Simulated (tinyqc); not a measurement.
Worked calculation: Pariser-Parr-Pople SCF with singles CI, for the molecule O=C1C=CC(=O)C=C1 (SMILES; centres numbered as the heavy atoms are written). Computed by tinyqc, a small Python program that keeps every step. Settings: charge = 0, gamma = MN, start = huckel, damping = 0, iteration cap = 57, excitations kept = 9. Command: `OMP_NUM_THREADS=1 python tinyqc.py 29915 29916 out.jsonl` (the two numbers bound the seeds that draw the settings). One thread of a shared host (Intel(R) Xeon(R) Processor @ 2.60GHz), about 0.01 s of CPU time with the checks. Later iterations appear only in the table of the cycle.

## PPP integrals

Centres (angstrom, eV; a flat drawing with bonds scaled to 1.40 angstrom):
```
centre          x          y  core charge z          W   gamma_rr
1O       2.800000   0.000000              1  16.280000  15.890000
2C       1.400000   0.000000              1  10.210000   9.490000
3C       0.700000   1.212000              1  10.210000   9.490000
4C      -0.700000   1.212000              1  10.210000   9.490000
5C      -1.400000   0.000000              1  10.210000   9.490000
6O      -2.800000   0.000000              1  16.280000  15.890000
7C      -0.700000  -1.212000              1  10.210000   9.490000
8C       0.700000  -1.212000              1  10.210000   9.490000
```

Resonance integrals (eV):
```
i  j       beta
1  2  -2.510000
2  3  -2.390000
3  4  -2.390000
4  5  -2.390000
5  6  -2.510000
5  7  -2.390000
7  8  -2.390000
8  2  -2.390000
```

Mataga-Nishimoto: gamma = 14.399645/(R + a), a = 2 x 14.399645/(gamma_rr + gamma_ss); H_rr = -W_r - sum_(s != r) z_s gamma_rs; H_rs = beta for bonds.

repulsion gamma_rs (eV), order 1O, 2C, 3C, 4C, 5C, 6O, 7C, 8C:
```
[[15.890000, 5.680952, 4.045552, 2.975974, 2.699230, 2.213216, 2.975974, 4.045552],
 [5.680952, 9.490000, 4.936504, 3.652875, 3.335298, 2.699230, 3.652875, 4.936504],
 [4.045552, 4.936504, 9.490000, 4.935866, 3.652875, 2.975974, 3.335881, 3.653481],
 [2.975974, 3.652875, 4.935866, 9.490000, 4.936504, 4.045552, 3.653481, 3.335881],
 [2.699230, 3.335298, 3.652875, 4.936504, 9.490000, 5.680952, 4.936504, 3.652875],
 [2.213216, 2.699230, 2.975974, 4.045552, 5.680952, 15.890000, 4.045552, 2.975974],
 [2.975974, 3.652875, 3.335881, 3.653481, 4.936504, 4.045552, 9.490000, 4.935866],
 [4.045552, 4.936504, 3.653481, 3.335881, 3.652875, 2.975974, 4.935866, 9.490000]]
```

core matrix H (eV), order 1O, 2C, 3C, 4C, 5C, 6O, 7C, 8C:
```
[[-40.916449, -2.510000, 0.000000, 0.000000, 0.000000, 0.000000, 0.000000, 0.000000],
 [-2.510000, -39.104239, -2.390000, 0.000000, 0.000000, 0.000000, 0.000000, -2.390000],
 [0.000000, -2.390000, -37.746133, -2.390000, 0.000000, 0.000000, 0.000000, 0.000000],
 [0.000000, 0.000000, -2.390000, -37.746133, -2.390000, 0.000000, 0.000000, 0.000000],
 [0.000000, 0.000000, 0.000000, -2.390000, -39.104239, -2.510000, -2.390000, 0.000000],
 [0.000000, 0.000000, 0.000000, 0.000000, -2.510000, -40.916449, 0.000000, 0.000000],
 [0.000000, 0.000000, 0.000000, 0.000000, -2.390000, 0.000000, -37.746133, -2.390000],
 [0.000000, -2.390000, 0.000000, 0.000000, 0.000000, 0.000000, -2.390000, -37.746133]]
```

## Starting guess

pi electrons, sum of z_r less the charge = 8

Orbitals of the Hueckel matrix of the beta values.

P at the start, order 1O, 2C, 3C, 4C, 5C, 6O, 7C, 8C:
```
[[1.000000, 0.771039, 0.000000, -0.306017, 0.000000, 0.467125, -0.306017, 0.000000],
 [0.771039, 1.000000, 0.442789, 0.000000, -0.115648, 0.000000, 0.000000, 0.442789],
 [0.000000, 0.442789, 1.000000, 0.824262, 0.000000, -0.306017, -0.175738, 0.000000],
 [-0.306017, 0.000000, 0.824262, 1.000000, 0.442789, 0.000000, 0.000000, -0.175738],
 [0.000000, -0.115648, 0.000000, 0.442789, 1.000000, 0.771039, 0.442789, 0.000000],
 [0.467125, 0.000000, -0.306017, 0.000000, 0.771039, 1.000000, 0.000000, -0.306017],
 [-0.306017, 0.000000, -0.175738, 0.000000, 0.442789, 0.000000, 1.000000, 0.824262],
 [0.000000, 0.442789, 0.000000, -0.175738, 0.000000, -0.306017, 0.824262, 1.000000]]
```

## Iteration 1: Fock matrix

F_rr = H_rr + P_rr gamma_rr / 2 + sum_(s != r) P_ss gamma_rs; F_rs = H_rs - P_rs gamma_rs / 2; E = tr P (H + F) / 2 + core repulsion sum_(r<s) z_r z_s gamma_rs.

F (eV), order 1O, 2C, 3C, 4C, 5C, 6O, 7C, 8C:
```
[[-8.335000, -4.700117, 0.000000, 0.455350, 0.000000, -0.516925, 0.455350, 0.000000],
 [-4.700117, -5.465000, -3.482916, 0.000000, 0.192861, 0.000000, 0.000000, -3.482916],
 [0.000000, -3.482916, -5.465000, -4.424222, 0.000000, 0.455350, 0.293121, 0.000000],
 [0.455350, 0.000000, -4.424222, -5.465000, -3.482916, 0.000000, 0.000000, 0.293121],
 [0.000000, 0.192861, 0.000000, -3.482916, -5.465000, -4.700117, -3.482916, 0.000000],
 [-0.516925, 0.000000, 0.455350, 0.000000, -4.700117, -8.335000, 0.000000, 0.455350],
 [0.455350, 0.000000, 0.293121, 0.000000, -3.482916, 0.000000, -5.465000, -4.424222],
 [0.000000, -3.482916, 0.000000, 0.293121, 0.000000, 0.455350, -4.424222, -5.465000]]
```

pi energy = -105.317995 eV

## Iteration 1: orbitals and new P

Diagonalise F (the basis is taken as orthonormal) and form P = 2 sum c c over the lowest orbitals.

orbital energies (eV): [-13.967875, -12.791878, -10.182343, -9.831769, -4.383822, -0.747657, 0.079480, 2.365865]

P after iteration 1, order 1O, 2C, 3C, 4C, 5C, 6O, 7C, 8C:
```
[[1.253357, 0.796863, 0.018854, -0.289017, -0.098029, 0.351336, -0.289017, 0.018854],
 [0.796863, 0.826200, 0.391520, 0.086083, -0.061620, -0.098029, 0.086083, 0.391520],
 [0.018854, 0.391520, 0.960221, 0.855142, 0.086083, -0.289017, -0.144858, -0.039779],
 [-0.289017, 0.086083, 0.855142, 0.960221, 0.391520, 0.018854, -0.039779, -0.144858],
 [-0.098029, -0.061620, 0.086083, 0.391520, 0.826200, 0.796863, 0.391520, 0.086083],
 [0.351336, -0.098029, -0.289017, 0.018854, 0.796863, 1.253357, 0.018854, -0.289017],
 [-0.289017, 0.086083, -0.144858, -0.039779, 0.391520, 0.018854, 0.960221, 0.855142],
 [0.018854, 0.391520, -0.039779, -0.144858, 0.086083, -0.289017, 0.855142, 0.960221]]
```

## Iteration 2: Fock matrix

As before.

F (eV), order 1O, 2C, 3C, 4C, 5C, 6O, 7C, 8C:
```
[[-7.776431, -4.773471, -0.038137, 0.430053, 0.132301, -0.388792, 0.430053, -0.038137],
 [-4.773471, -5.429523, -3.356369, -0.157225, 0.102761, 0.132301, -0.157225, -3.356369],
 [-0.038137, -3.356369, -5.841999, -4.500433, -0.157225, 0.430053, 0.241615, 0.072665],
 [0.430053, -0.157225, -4.500433, -5.841999, -3.356369, -0.038137, 0.072665, 0.241615],
 [0.132301, 0.102761, -0.157225, -3.356369, -5.429523, -4.773471, -3.356369, -0.157225],
 [-0.388792, 0.132301, 0.430053, -0.038137, -4.773471, -7.776431, -0.038137, 0.430053],
 [0.430053, -0.157225, 0.241615, 0.072665, -3.356369, -0.038137, -5.841999, -4.500433],
 [-0.038137, -3.356369, 0.072665, 0.241615, -0.157225, 0.430053, -4.500433, -5.841999]]
```

pi energy = -106.119479 eV

## Iteration 2: orbitals and new P

As before.

orbital energies (eV): [-14.090255, -12.580700, -10.656711, -9.494540, -3.876848, -1.172616, 0.064658, 2.027110]

P after iteration 2, order 1O, 2C, 3C, 4C, 5C, 6O, 7C, 8C:
```
[[1.233027, 0.817237, 0.013258, -0.285525, -0.084155, 0.327626, -0.285525, 0.013258],
 [0.817237, 0.837101, 0.375879, 0.078419, -0.060301, -0.084155, 0.078419, 0.375879],
 [0.013258, 0.375879, 0.964936, 0.866338, 0.078419, -0.285525, -0.133662, -0.035064],
 [-0.285525, 0.078419, 0.866338, 0.964936, 0.375879, 0.013258, -0.035064, -0.133662],
 [-0.084155, -0.060301, 0.078419, 0.375879, 0.837101, 0.817237, 0.375879, 0.078419],
 [0.327626, -0.084155, -0.285525, 0.013258, 0.817237, 1.233027, 0.013258, -0.285525],
 [-0.285525, 0.078419, -0.133662, -0.035064, 0.375879, 0.013258, 0.964936, 0.866338],
 [0.013258, 0.375879, -0.035064, -0.133662, 0.078419, -0.285525, 0.866338, 0.964936]]
```

## Iteration 3: Fock matrix

As before.

F (eV), order 1O, 2C, 3C, 4C, 5C, 6O, 7C, 8C:
```
[[-7.825391, -4.831343, -0.026818, 0.424857, 0.113577, -0.362554, 0.424857, -0.026818],
 [-4.831343, -5.430820, -3.317764, -0.143227, 0.100562, 0.113577, -0.143227, -3.317764],
 [-0.026818, -3.317764, -5.812521, -4.528063, -0.143227, 0.424857, 0.222941, 0.064052],
 [0.424857, -0.143227, -4.528063, -5.812521, -3.317764, -0.026818, 0.064052, 0.222941],
 [0.113577, 0.100562, -0.143227, -3.317764, -5.430820, -4.831343, -3.317764, -0.143227],
 [-0.362554, 0.113577, 0.424857, -0.026818, -4.831343, -7.825391, -0.026818, 0.424857],
 [0.424857, -0.143227, 0.222941, 0.064052, -3.317764, -0.026818, -5.812521, -4.528063],
 [-0.026818, -3.317764, 0.064052, 0.222941, -0.143227, 0.424857, -4.528063, -5.812521]]
```

pi energy = -106.147353 eV

## Iteration 3: orbitals and new P

As before.

orbital energies (eV): [-14.079542, -12.619264, -10.627578, -9.557884, -3.867670, -1.125570, 0.065633, 2.049369]

P after iteration 3, order 1O, 2C, 3C, 4C, 5C, 6O, 7C, 8C:
```
[[1.234924, 0.823776, 0.011494, -0.282947, -0.081887, 0.314828, -0.282947, 0.011494],
 [0.823776, 0.834509, 0.368552, 0.078730, -0.056946, -0.081887, 0.078730, 0.368552],
 [0.011494, 0.368552, 0.965283, 0.871059, 0.078730, -0.282947, -0.128941, -0.034717],
 [-0.282947, 0.078730, 0.871059, 0.965283, 0.368552, 0.011494, -0.034717, -0.128941],
 [-0.081887, -0.056946, 0.078730, 0.368552, 0.834509, 0.823776, 0.368552, 0.078730],
 [0.314828, -0.081887, -0.282947, 0.011494, 0.823776, 1.234924, 0.011494, -0.282947],
 [-0.282947, 0.078730, -0.128941, -0.034717, 0.368552, 0.011494, 0.965283, 0.871059],
 [0.011494, 0.368552, -0.034717, -0.128941, 0.078730, -0.282947, 0.871059, 0.965283]]
```

## Convergence

Stop when output and input P, before any damping, agree to 1e-7.

Course of the cycle:
```
iteration         E (eV)  largest |P(out) - P(in)|
1          -105.31799542                  2.53e-01
2          -106.11947914                  2.37e-02
3          -106.14735281                  1.28e-02
4          -106.15154224                  5.28e-03
5          -106.15228853                  2.25e-03
6          -106.15242153                  9.50e-04
7          -106.15244519                  4.01e-04
8          -106.15244940                  1.69e-04
9          -106.15245014                  7.13e-05
10         -106.15245027                  3.00e-05
11         -106.15245030                  1.27e-05
12         -106.15245030                  5.33e-06
13         -106.15245030                  2.25e-06
14         -106.15245030                  9.48e-07
15         -106.15245030                  3.99e-07
16         -106.15245030                  1.68e-07
17         -106.15245030                  7.09e-08
```

Converged in 17 iterations.

## Converged orbitals

Charges are z - P_rr.

orbital energies (eV): [-14.079474, -12.620854, -10.636160, -9.574420, -3.843243, -1.121186, 0.061260, 2.043324]

coefficients, order 1O, 2C, 3C, 4C, 5C, 6O, 7C, 8C:
```
[[0.298128, 0.482013, 0.000000, 0.544318, 0.480216, 0.000000, -0.338877, -0.192500],
 [0.427445, 0.471212, 0.000000, 0.109838, -0.298873, 0.000000, 0.552473, 0.434320],
 [0.337943, 0.151034, 0.500000, -0.309559, -0.300056, 0.500000, -0.199920, -0.370344],
 [0.337943, -0.151034, 0.500000, -0.309559, 0.300056, -0.500000, -0.199920, 0.370344],
 [0.427445, -0.471212, 0.000000, 0.109838, 0.298873, 0.000000, 0.552473, -0.434320],
 [0.298128, -0.482013, 0.000000, 0.544318, -0.480216, 0.000000, -0.338877, 0.192500],
 [0.337943, -0.151034, -0.500000, -0.309559, 0.300056, 0.500000, -0.199920, 0.370344],
 [0.337943, 0.151034, -0.500000, -0.309559, -0.300056, -0.500000, -0.199920, -0.370344]]
```

pi charges: [-0.234997, 0.166371, 0.034313, 0.034313, 0.166371, -0.234997, 0.034313, 0.034313]

## Singles CI, singlets

Over the 9 single excitations with the smallest orbital gaps: A = (e_a - e_i) delta + 2 (ia|jb) - (ij|ab), with (pq|rs) = sum c_mp c_mq gamma_mn c_nr c_ns. f = 2/3 w |mu|^2 in atomic units, mu = sqrt2 sum c_ia sum_m c_mi c_ma R_m.

singlet CI matrix (eV), order 4>5, 3>5, 4>6, 2>5, 3>6, 4>7, 1>5, 3>7, 2>6:
```
[[4.548035, 0.000000, 0.000000, 0.000000, 0.689160, 0.000000, 0.491361, 0.000000, 0.000000],
 [0.000000, 3.241223, 0.096281, 0.000000, 0.000000, 0.000000, 0.000000, 0.000000, 0.000000],
 [0.000000, 0.096281, 5.029050, 0.000000, 0.000000, 0.000000, 0.000000, 0.000000, 0.000000],
 [0.000000, 0.000000, 0.000000, 6.217215, 0.000000, -0.701839, 0.000000, 0.000000, 0.000000],
 [0.689160, 0.000000, 0.000000, 0.000000, 6.597034, 0.000000, -0.255647, 0.000000, 0.000000],
 [0.000000, 0.000000, 0.000000, -0.701839, 0.000000, 6.571286, 0.000000, 0.000000, 0.000000],
 [0.491361, 0.000000, 0.000000, 0.000000, -0.255647, 0.000000, 6.980514, 0.000000, 0.000000],
 [0.000000, 0.000000, 0.000000, 0.000000, 0.000000, 0.000000, 0.000000, 7.007900, -0.321166],
 [0.000000, 0.000000, 0.000000, 0.000000, 0.000000, 0.000000, 0.000000, -0.321166, 7.811881]]
```

singlet excitation energies (eV): [3.236053, 4.229843, 5.034220, 5.670428, 6.775892, 6.895358, 7.118073, 7.119848, 7.924424]

oscillator strengths: [0.000000, 1.233330, 0.000000, 0.000000, 1.790174, 0.136431, 0.000000, 0.003285, 0.354697]

## Singles CI, triplets

Over the 9 single excitations with the smallest orbital gaps: A = (e_a - e_i) delta - (ij|ab), with (pq|rs) = sum c_mp c_mq gamma_mn c_nr c_ns.

triplet CI matrix (eV), order 4>5, 3>5, 4>6, 2>5, 3>6, 4>7, 1>5, 3>7, 2>6:
```
[[0.299209, 0.000000, 0.000000, 0.000000, -0.690740, 0.000000, -0.637052, 0.000000, 0.000000],
 [0.000000, 2.478362, -0.690740, 0.000000, 0.000000, 0.000000, 0.000000, 0.000000, 0.000000],
 [0.000000, -0.690740, 4.217103, 0.000000, 0.000000, 0.000000, 0.000000, 0.000000, 0.000000],
 [0.000000, 0.000000, 0.000000, 3.454898, 0.000000, 1.480857, 0.000000, 0.000000, 0.000000],
 [-0.690740, 0.000000, 0.000000, 0.000000, 4.161167, 0.000000, 0.754074, 0.000000, 0.000000],
 [0.000000, 0.000000, 0.000000, 1.480857, 0.000000, 4.779182, 0.000000, 0.000000, 0.000000],
 [-0.637052, 0.000000, 0.000000, 0.000000, 0.754074, 0.000000, 5.475336, 0.000000, 0.000000],
 [0.000000, 0.000000, 0.000000, 0.000000, 0.000000, 0.000000, 0.000000, 6.413456, 0.127921],
 [0.000000, 0.000000, 0.000000, 0.000000, 0.000000, 0.000000, 0.000000, 0.127921, 7.472607]]
```

triplet excitation energies (eV): [0.131253, 2.237360, 2.494890, 3.851901, 4.458105, 5.739190, 5.952558, 6.398225, 7.487838]
